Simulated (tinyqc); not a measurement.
Semiconductor laser, carrier and photon rate equations: two steps of the calculation.

Carrier density N and photon density S in one mode: dN/dt = F1 = eta I/(q V) - (A N + B N^2 + C N^3) - vg g S; dS/dt = F2 = G vg g S + G be B N^2 - S/tp, with g = g0 ln(N/Ntr)/(1 + ec S). Output power P = Fo Eph S V/(G tp). No heating, no carrier transport.

Inputs (values chosen for the exercise):
- V = 1.7e-12 cm^3 (active volume)
- G = 0.048 (confinement factor)
- vg = 7e9 cm/s (group velocity)
- g0 = 2800 1/cm (gain coefficient)
- Ntr = 1.3e18 cm^-3 (transparency density)
- ec = 2.6e-17 cm^3 (gain compression)
- tp = 3.6 ps (photon lifetime)
- A = 4e7 1/s (defect recombination coefficient)
- B = 7.2e-11 cm^3/s (radiative coefficient)
- C = 5.4e-29 cm^6/s (Auger coefficient)
- be = 1e-5 (share of spontaneous emission into the mode)
- eta = 0.94 (injection efficiency)
- Fo = 0.33 (share of cavity losses that is output)
- Eph = 0.95 eV (photon energy)
- I = 0.74 mA (drive current)

Constants: q = 1.602176634e-19 C. Results are converted to the units shown.

Question 1. Steady state by Newton steps. Jacobian, with a = g0/(N (1 + ec S)) and d = g/(1 + ec S): J11 = -(A + 2 B N + 3 C N^2) - vg a S, J12 = -vg d, J21 = G vg a S + 2 G be B N, J22 = G vg d - 1/tp. Solve J d = -F and add d to (N, S).

(N, S) at the start (Nth and the estimate of S): N (1e18 cm^-3) 1.747, S (1e15 cm^-3) 0.342

Give: F1, F2; J; (N, S) after iteration 1.

Answer 1.

F1, F2 (1e27 cm^-3/s): 0.012758  -7.4828e-4

J (1/ns):
```
	N	S
F1	-4.5892	-5690.8
F2	0.18255	-4.6172
```

(N, S) after iteration 1: N (1e18 cm^-3) 1.7511, S (1e15 cm^-3) 0.34096

Question 2. Power, relaxation frequency, damping and bandwidth. wR^2 = det J, gamma = -trace J, fR = wR/(2 pi); the response wR^2/(wR^2 - w^2 + i gamma w) falls to 1/sqrt(2) at w^2 = x + sqrt(x^2 + wR^4), x = wR^2 - gamma^2/2 (f3dB = w/(2 pi)).

N = 1.751089772e18 cm^-3
S = 3.409543262e14 cm^-3

Find: P; fR; gamma; f3dB.

Answer 2.

P = 0.1685 mW
fR = 5.164 GHz
gamma = 7.013 1/ns
f3dB = 7.957 GHz

Computed by the program tinyqc: `OMP_NUM_THREADS=1 python tinyqc.py 2840031 2840032 out.jsonl`, one thread of a shared Intel Xeon 2.30GHz, about 0.01 s for the whole run.
